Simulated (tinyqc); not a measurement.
Worked calculation: plane-wave Kohn-Sham cycle with exchange-only LDA in a layered model solid. One step of it, computed by the program tinyqc.

Problem. Iteration 2: Hamiltonian at one k. H(m,m') = (k + G_m)^2/2 delta + V(G_m - G_m'), with V(-G) = V(G).

A solid whose potential varies along x alone (atomic units):
```
parameter                      value
period a                   14.400000
cross-section of the cell  11.000000
electrons per cell                 2
grid points                       16
plane waves -n..n, n               2
k points                           4
V1 in V1 cos(2 pi x/a)     -0.300000
```

V(G_m), m = 0, 1, 2, ... (hartree): [-0.228928, -0.090052, 0.005265, 0.000319, 0.000035]

k = 0.125000 2 pi / a

Give: H.

Solution.

H (hartree), order -2, -1, +0, +1, +2:
$$\begin{pmatrix}
0.1057 & -0.0901 & 0.0053 & 0.0003 & 0.0000 \\
-0.0901 & -0.1560 & -0.0901 & 0.0053 & 0.0003 \\
0.0053 & -0.0901 & -0.2274 & -0.0901 & 0.0053 \\
0.0003 & 0.0053 & -0.0901 & -0.1084 & -0.0901 \\
0.0000 & 0.0003 & 0.0053 & -0.0901 & 0.2009
\end{pmatrix}$$
